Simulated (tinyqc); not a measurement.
Worked calculation: RKS/LDA (PW92) in the 6-311g basis, for H2, spin multiplicity 1. One step of it, computed by the program tinyqc.

Problem. Iteration 2: diagonalisation and new density. A level shift of 0.2 hartree raises the virtual space: F + shift (S - S D(s) S), with D(s) the density of one spin (D/2). Diagonalise F' = X^T F X, C = X C', fill 1 alpha and 1 beta electrons from the bottom; D = 2 C_occ C_occ^T. Each column has its largest component positive (the first on a tie).

Kohn-Sham matrix F (hartree), order 1H 1s, 1H 2s, 1H 3s, 2H 1s, 2H 2s, 2H 3s:
```
[[0.520573, -0.303369, -0.302993, -0.247892, -0.265941, -0.246770],
 [-0.303369, -0.192302, -0.233587, -0.265941, -0.250015, -0.228359],
 [-0.302993, -0.233587, -0.169702, -0.246770, -0.228359, -0.176851],
 [-0.247892, -0.265941, -0.246770, 0.520573, -0.303369, -0.302993],
 [-0.265941, -0.250015, -0.228359, -0.303369, -0.192302, -0.233587],
 [-0.246770, -0.228359, -0.176851, -0.302993, -0.233587, -0.169702]]
```

X, order 1H 1s, 1H 2s, 1H 3s, 2H 1s, 2H 2s, 2H 3s:
```
[[1.376238, -0.755019, 0.214776, 0.039242, -0.009000, -0.039595],
 [-0.755019, 2.251498, -1.080473, -0.009000, -0.451552, 0.302224],
 [0.214776, -1.080473, 2.461351, -0.039595, 0.302224, -1.277976],
 [0.039242, -0.009000, -0.039595, 1.376238, -0.755019, 0.214776],
 [-0.009000, -0.451552, 0.302224, -0.755019, 2.251498, -1.080473],
 [-0.039595, 0.302224, -1.277976, 0.214776, -1.080473, 2.461351]]
```

D after iteration 1, order 1H 1s, 1H 2s, 1H 3s, 2H 1s, 2H 2s, 2H 3s:
```
[[0.058860, 0.107094, 0.049685, 0.058860, 0.107094, 0.049685],
 [0.107094, 0.194854, 0.090400, 0.107094, 0.194854, 0.090400],
 [0.049685, 0.090400, 0.041940, 0.049685, 0.090400, 0.041940],
 [0.058860, 0.107094, 0.049685, 0.058860, 0.107094, 0.049685],
 [0.107094, 0.194854, 0.090400, 0.107094, 0.194854, 0.090400],
 [0.049685, 0.090400, 0.041940, 0.049685, 0.090400, 0.041940]]
```

overlap S, order 1H 1s, 1H 2s, 1H 3s, 2H 1s, 2H 2s, 2H 3s:
```
[[1.000000, 0.706377, 0.373664, 0.139739, 0.323641, 0.280690],
 [0.706377, 1.000000, 0.788963, 0.323641, 0.611791, 0.623368],
 [0.373664, 0.788963, 1.000000, 0.280690, 0.623368, 0.856473],
 [0.139739, 0.323641, 0.280690, 1.000000, 0.706377, 0.373664],
 [0.323641, 0.611791, 0.623368, 0.706377, 1.000000, 0.788963],
 [0.280690, 0.623368, 0.856473, 0.373664, 0.788963, 1.000000]]
```

Give: F' = X^T F X; orbital energies; coefficients C; D after iteration 2.

Solution.

F' = X^T F X (hartree):
```
[[1.5799, -1.0820, 0.0312, -0.0647, -0.1461, -0.1045],
 [-1.0820, 0.9828, -0.3662, -0.1461, -0.1543, -0.0172],
 [0.0312, -0.3662, 0.3027, -0.1045, -0.0172, -0.1307],
 [-0.0647, -0.1461, -0.1045, 1.5799, -1.0820, 0.0312],
 [-0.1461, -0.1543, -0.0172, -1.0820, 0.9828, -0.3662],
 [-0.1045, -0.0172, -0.1307, 0.0312, -0.3662, 0.3027]]
```

orbital energies (hartree): [-0.3450, 0.2080, 0.4003, 0.5945, 2.4127, 2.4605]

coefficients C, order 1H 1s, 1H 2s, 1H 3s, 2H 1s, 2H 2s, 2H 3s:
```
[[0.1743, 0.1194, -0.0759, -0.1246, -1.0838, -1.1282],
 [0.2948, 0.2577, -0.7588, -1.3447, 1.7357, 1.2457],
 [0.1613, 1.4127, 0.8626, 2.1518, -1.1634, -0.4984],
 [0.1743, -0.1194, -0.0759, 0.1246, 1.0838, -1.1282],
 [0.2948, -0.2577, -0.7588, 1.3447, -1.7357, 1.2457],
 [0.1613, -1.4127, 0.8626, -2.1518, 1.1634, -0.4984]]
```

D after iteration 2, order 1H 1s, 1H 2s, 1H 3s, 2H 1s, 2H 2s, 2H 3s:
```
[[0.0608, 0.1028, 0.0562, 0.0608, 0.1028, 0.0562],
 [0.1028, 0.1738, 0.0951, 0.1028, 0.1738, 0.0951],
 [0.0562, 0.0951, 0.0520, 0.0562, 0.0951, 0.0520],
 [0.0608, 0.1028, 0.0562, 0.0608, 0.1028, 0.0562],
 [0.1028, 0.1738, 0.0951, 0.1028, 0.1738, 0.0951],
 [0.0562, 0.0951, 0.0520, 0.0562, 0.0951, 0.0520]]
```
